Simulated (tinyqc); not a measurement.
Carbon nanotube by zone folding: one step. Geometry. Five cases, with inputs chosen for the exercise.

Question. Form d, theta, dR, t1, t2, N and |T|, and (n - m) mod 3.

Circumference C = n a1 + m a2, a = sqrt3 acc; d = a sqrt(n^2 + nm + m^2)/pi; tan(theta) = sqrt3 m/(2n + m); dR = gcd(2n + m, 2m + n); T = t1 a1 + t2 a2 with t1 = (2m + n)/dR, t2 = -(2n + m)/dR, |T| = sqrt3 pi d/dR; N = 2 (n^2 + nm + m^2)/dR hexagons a cell. On cutting line mu = 0 to N - 1 at x = k|T|/(2 pi) the phases are p1 = 2 pi (-t2 mu + m x)/N, p2 = 2 pi (t1 mu - n x)/N, and E = -/+ t |1 + exp(i p1) + exp(i p2)|.

Give: d; theta; dR, t1, t2, N; |T|; (n - m) mod 3.

Case 1.

Values chosen (out of a larger set: near those used for carbon; not measured data): n = 18 (chiral index); m = 18 (chiral index); acc = 1.42 angstrom (bond length).

Answer.

d = 24.408 angstrom
theta = 30.00 degrees

dR, t1, t2, N: 54  1  -1  36

|T| = 2.460 angstrom
(n - m) mod 3 = 0

A cutting line passes through K: metallic in zone folding; armchair, 72 atoms a cell.

Case 2.

Values chosen (out of a larger set: near those used for carbon; not measured data): n = 9 (chiral index); m = 0 (chiral index); acc = 1.44 angstrom (bond length).

Answer.

d = 7.145 angstrom
theta = 0.00 degrees

dR, t1, t2, N: 9  1  -2  18

|T| = 4.320 angstrom
(n - m) mod 3 = 0

A cutting line passes through K: metallic in zone folding; zigzag, 36 atoms a cell. Below about 8 angstrom curvature mixes sigma and pi states and zone folding fails.

Case 3.

Values chosen (out of a larger set: near those used for carbon; not measured data): n = 15 (chiral index); m = 12 (chiral index); acc = 1.42 angstrom (bond length).

Answer.

d = 18.344 angstrom
theta = 26.33 degrees

dR, t1, t2, N: 3  13  -14  366

|T| = 33.272 angstrom
(n - m) mod 3 = 0

A cutting line passes through K: metallic in zone folding; chiral, 732 atoms a cell.

Case 4.

Values chosen (out of a larger set: near those used for carbon; not measured data): n = 7 (chiral index); m = 1 (chiral index); acc = 1.42 angstrom (bond length).

Answer.

d = 5.911 angstrom
theta = 6.59 degrees

dR, t1, t2, N: 3  3  -5  38

|T| = 10.721 angstrom
(n - m) mod 3 = 0

A cutting line passes through K: metallic in zone folding; chiral, 76 atoms a cell. Below about 8 angstrom curvature mixes sigma and pi states and zone folding fails.

Case 5.

Values chosen (out of a larger set: near those used for carbon; not measured data): n = 10 (chiral index); m = 0 (chiral index); acc = 1.42 angstrom (bond length).

Answer.

d = 7.829 angstrom
theta = 0.00 degrees

dR, t1, t2, N: 10  1  -2  20

|T| = 4.260 angstrom
(n - m) mod 3 = 1

The nearest line misses K by a third of the spacing 2/d: semiconducting in zone folding; zigzag, 40 atoms a cell. Below about 8 angstrom curvature mixes sigma and pi states and zone folding fails.

Computed by tinyqc, one run a case: `OMP_NUM_THREADS=1 python tinyqc.py N N+1 out.jsonl` with N = 1451180, 1451196, 1451221, 1451378, 1451802; one thread of a shared Intel(R) Xeon(R) Processor @ 2.30GHz, about 0.06 s a run at most.
